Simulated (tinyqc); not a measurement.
What moves the results: donors with valley-orbit split 1s states. A value that a table varies takes the place of the one given here.

Each donor binds at most one electron, in any of its states. For a site s, W_s = sum over its states of g exp(E/kT), and the ionised share is 1/(1 + W_s exp(eta)), eta = (EF - Ec)/kT; n = Nc F_1/2(eta); neutrality n + NA = ND x (mean ionised share); holes are neglected. Nc from N = 2 (m kB T/(4 pi c))^(3/2) with c = hbar^2/2m0, in 1/angstrom^3; times 1e24 for 1/cm^3, m = md. F_j(eta) = (1/Gamma(j + 1)) integral_0^infinity x^j dx/(1 + exp(x - eta)), which tends to exp(eta) for eta << 0.

Mobility (Caughey-Thomas form): mu = mu0 + (mu1 (T/300)^(-ga) - mu0)/(1 + ((ND + NA)/Nr)^de); rho = 1/(e n mu), e = 1.602176634e-19 C.

Constants: hbar^2/2m0 = 3.80998211 eV angstrom^2; kB = 8.617333262e-05 eV/K.

Parameters, chosen for this exercise (near those of P in Si; the results hold for these values, not for the real material):
- md = 1.083 m0 (density-of-states mass of the conduction band)
- E = (44.5, 33.2, 32) meV (binding energies of 1s(A1), 1s(T2), 1s(E))
- g = (2, 6, 4) (their degeneracies with spin)
- ND = 2.7e+15 1/cm^3 (donors)
- NA = 8.3e+14 1/cm^3 (compensating acceptors, all ionised)
- T = 350 K
- mu0 = 67 cm^2/(V s) (mobility at heavy doping)
- mu1 = 1465 cm^2/(V s) (mobility at light doping and 300 K)
- Nr = 9.9e+16 1/cm^3 (reference doping)
- de = 0.72 (doping exponent)
- ga = 2.3 (temperature exponent)

## What the excited states change

The last columns keep only the ground state of each site (g = 2).

Results:

| T (K) | effective degeneracy | eta | n (1/cm^3) | n, ground states only | ratio |
|---|---|---|---|---|---|
| 40 | 2.33 | -12.95 | 3.27e+12 | 3.81e+12 | 0.858 |
| 60 | 3.03 | -9.29 | 2.34e+14 | 3.14e+14 | 0.746 |
| 80 | 3.82 | -8.37 | 9.00e+14 | 1.14e+15 | 0.790 |
| 110 | 4.89 | -8.30 | 1.55e+15 | 1.72e+15 | 0.905 |
| 150 | 6.02 | -8.63 | 1.78e+15 | 1.84e+15 | 0.969 |
| 200 | 7.05 | -9.03 | 1.84e+15 | 1.86e+15 | 0.989 |
| 250 | 7.79 | -9.36 | 1.86e+15 | 1.87e+15 | 0.994 |
| 300 | 8.34 | -9.63 | 1.86e+15 | 1.87e+15 | 0.997 |
| 400 | 9.11 | -10.06 | 1.87e+15 | 1.87e+15 | 0.998 |
| 500 | 9.61 | -10.39 | 1.87e+15 | 1.87e+15 | 0.999 |

How do the results move?

The effective degeneracy grows from 2.33 to 9.61. Excited states hold electrons back, so the ratio is never above 1; it is lowest, 0.746, at 60 K of those listed, and 0.997 at 300 K. At low T the excited states empty out, and at high T more donors are ionised (n is 100 % of ND - NA in the last row), so the effect is largest in between.

## Ionisation and resistivity against doping

NA = 0.

Results:

| ND (1/cm^3) | n (1/cm^3) | n/ND | mu (cm^2/(V s)) | rho (ohm cm) | rho at full ionisation |
|---|---|---|---|---|---|
| 1.0e+14 | 1.00e+14 | 1.000 | 1021 | 61.1 | 61.1 |
| 1.0e+15 | 9.99e+14 | 0.999 | 994 | 6.29 | 6.28 |
| 1.0e+16 | 9.89e+15 | 0.989 | 873 | 0.723 | 0.715 |
| 3.0e+16 | 2.91e+16 | 0.970 | 742 | 0.289 | 0.280 |
| 1.0e+17 | 9.11e+16 | 0.911 | 546 | 0.126 | 0.114 |
| 3.0e+17 | 2.39e+17 | 0.795 | 365 | 0.0716 | 0.0570 |
| 1.0e+18 | 6.05e+17 | 0.605 | 220 | 0.0470 | 0.0284 |
| 2.0e+18 | 9.73e+17 | 0.486 | 166 | 0.0387 | 0.0188 |

How do the results move?

From 1e16 to 1e18 1/cm^3 rho falls by a factor 15.4, not 100: the mobility takes a factor 3.97 and incomplete ionisation 1.64. n/ND is below 0.9 from 3e+17 1/cm^3 on. From a few times 1e18 1/cm^3 on, depending on the dopant, the levels merge with the band, and already below that screening lowers the binding energy, so the last rows understate n.

## Compensation sets the slope of the freeze-out

NA = K ND. The slope energy is -d ln(n T^(-p))/d(1/kT) between 30 and 36 K, with p = 3/4 for K = 0 and p = 3/2 otherwise.

Results:

| K | n(30 K) (1/cm^3) | n(36 K) (1/cm^3) | slope energy (meV) |
|---|---|---|---|
| 0 | 6.18e+12 | 2.88e+13 | 21.75 |
| 0.0010 | 4.98e+12 | 2.75e+13 | 22.27 |
| 0.010 | 1.34e+12 | 1.82e+13 | 36.28 |
| 0.050 | 2.69e+11 | 5.66e+12 | 43.00 |
| 0.20 | 5.68e+10 | 1.24e+12 | 43.59 |
| 0.50 | 1.42e+10 | 3.11e+11 | 43.63 |

What can be read from the table?

Without acceptors the slope is 21.75 meV, against half the ground-state energy, 22.25; with K = 0.05 it is 43.00 meV, against the full 44.5. The full energy (less a few meV where excited levels lie within a few kT) shows where n is far below NA, since the acceptors then hold EF near the donor level: n(36 K)/NA is 10 for K = 0.001 and 0.042 for K = 0.05; for K = 0.001 the sample is still in or near the uncompensated regime, where p = 3/2 is the wrong power, so that slope means little.

## What moves the carrier density

All results formed anew. Each row changes one parameter from the base and keeps the others.

Results:

| case | eta | n (1/cm^3) | rho (ohm cm) |
|---|---|---|---|
| base | -9.858 | 1.865e+15 | 3.532 |
| E = (49.5, 33.2, 32) meV | -9.858 | 1.864e+15 | 3.532 |
| md = 1.191 m0 | -10.000 | 1.865e+15 | 3.530 |
| ND = 5.4e+15 1/cm^3 | -8.967 | 4.544e+15 | 1.506 |
| NA = 1.1e+15 1/cm^3 | -10.014 | 1.595e+15 | 4.145 |
| T = 380 K | -9.981 | 1.866e+15 | 4.259 |
| Nr = 1.98e+17 1/cm^3 | -9.858 | 1.865e+15 | 3.424 |

How do the results move?

The largest shifts from the base row, up to three for each result and ties (the steps differ in size, so this ranks the rows, not the parameters). eta: ND +0.891, NA -0.156, md -0.142; unchanged at the printed digits by E and Nr. n (1/cm^3): ND +2.68e+15, NA -2.69e+14, T +1.05e+12; unchanged at the printed digits by md and Nr. rho (ohm cm): ND -2.03, T +0.728, NA +0.613; unchanged at the printed digits by E.

Program tinyqc; command `OMP_NUM_THREADS=1 python tinyqc.py 1682767 1682768 out.jsonl`; about 0.01 s on one thread of a shared Intel(R) Xeon(R) Processor @ 2.30GHz.
